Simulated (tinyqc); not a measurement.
# Band bending at a free surface with a continuum of surface states, surface photovoltage and Kelvin probe, step by step

Computed by the program tinyqc: `OMP_NUM_THREADS=1 python tinyqc.py 2430023 2430024 out.jsonl`, one thread of a shared Intel Xeon 2.30GHz, about 0.01 s for the whole run. Printed values are rounded.

n-type bulk, xi = Ec - EF = Vt ln(Nc/Nd), p0 = ni^2/Nd, ni = sqrt(Nc Nv) exp(-Eg/(2 Vt)), Eg in volts. b is the upward band bending, u = b/Vt. Space charge per area, in units of q: Qc = sign(b) sqrt((2 eps0 eps_r Vt/q) [(Nd + dn)(exp(-u) - 1) + Nd u + (p0 + dn)(exp(u) - 1)]), with dn the excess density under light (flat quasi-Fermi levels; 0 in the dark). The states hold -Ds (E0 - xi - b): negative while the Fermi level lies above the neutrality level. Neutrality: Qc + Qf + (charge of the states) = 0.

Values chosen for this exercise; band and dielectric values close to those of gallium arsenide:
- T = 300 K (temperature)
- Eg = 1.42 eV (band gap)
- eps_r = 12.8 (relative permittivity)
- Nc = 4.44e17 cm^-3 (conduction-band density of states at T)
- Nv = 8.89e18 cm^-3 (valence-band density of states at T)
- chi = 4 eV (electron affinity)
- Nd = 2.6e15 cm^-3 (donor density)
- Qf = 0 cm^-2 (fixed positive charge at the surface)
- pt = 5.04 eV (work function of the probe tip)
- Ds = 4.4e12 cm^-2 eV^-1 (density of surface states)
- E0 = 0.31 eV (depth of their neutrality level below the conduction edge)
- dn = 7e13 cm^-3 (excess carrier density under light)

Constants: q = 1.602176634e-19 C, kB = 1.380649e-23 J/K, Vt = kB T/q, eps0 = 8.8541878128e-14 F/cm where lengths are in cm. Results are converted to the units shown.

## Bulk quantities

xi, ni, p0, the Debye length sqrt(eps0 eps_r Vt/(q Nd)) and the flat-band work function chi + xi.

xi = 0.132887 eV
ni = 2.34783e6 cm^-3
p0 = 0.00212012 cm^-3
Debye length = 83.8657 nm
chi + xi = 4.13289 eV

## Iteration 1: band bending in the dark

b at the start = 0.14 V

Fixed-point step: b(new) = E0 - xi - (Qc(b) + Qf)/Ds.

b after iteration 1 = 0.162378 V

## Iteration 2: band bending in the dark

As before.

b after iteration 2 = 0.161004 V

## Course of the iteration

Stop when b changes by less than 1e-10 V, or after 40 iterations.

Course of the iteration:
```
iteration     b (V)  change (V)
1          0.162378      0.0224
2          0.161004     1.37e-3
3          0.161085     8.11e-5
4          0.161080     4.80e-6
5          0.161081     2.84e-7
6          0.161081     1.68e-8
7          0.161081    9.92e-10
8          0.161081    5.87e-11
```

Converged in 8 iterations. The step multiplies the error by -(dQc/db)/Ds = -0.059.

## Work function and Kelvin-probe reading

converged b = 0.161081 V

Work function chi + xi + b; contact potential difference CPD = (work function of the sample) - pt. Depth of EF below Ec at the surface: xi + b. Depletion width Qc/Nd.

xi + b = 0.293968 eV
Qc = 7.05410e10 cm^-2
Qc/Nd = 271.312 nm
work function = 4.29397 eV
CPD = -746.032 mV

The Fermi level lies 16.0 meV above the neutrality level.

## Surface photovoltage

Under chopped light the surface charge keeps its dark value, so b falls to bL with Qc(bL, dn) = Qc(b, 0); the photovoltage is b - bL. Qc rises with b, so bL follows by bisection.

bL = 0.111064 V
photovoltage = 50.0169 mV
share of b removed = 31.0509 %
excess holes at the surface, dn exp(bL/Vt) = 5.13908e15 cm^-3
